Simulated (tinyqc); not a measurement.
# Gate sheet resistance from two finger widths

Problem. At low frequency R = Rsh Wf/(3 L) + B/Wf, where B collects the channel and vertical terms. Find Rsh, B and the width of lowest R.

Parameters, values chosen for the exercise: channel length L = 0.23 um.

input resistance of single fingers, contacted at one end, of width 0.59 and 6 um (ohm): [422.17097, 196.52174]

Answer. R Wf is a straight line in Wf^2; the minimum of R lies where both terms are equal.

Rsh = 18.0 ohm/square
B = 240 ohm um
width of lowest R = 3.03 um

tinyqc, about 0.01 s, one thread, Intel Xeon 2.30GHz (shared host): `OMP_NUM_THREADS=1 python tinyqc.py 2262008 2262009 out.jsonl`
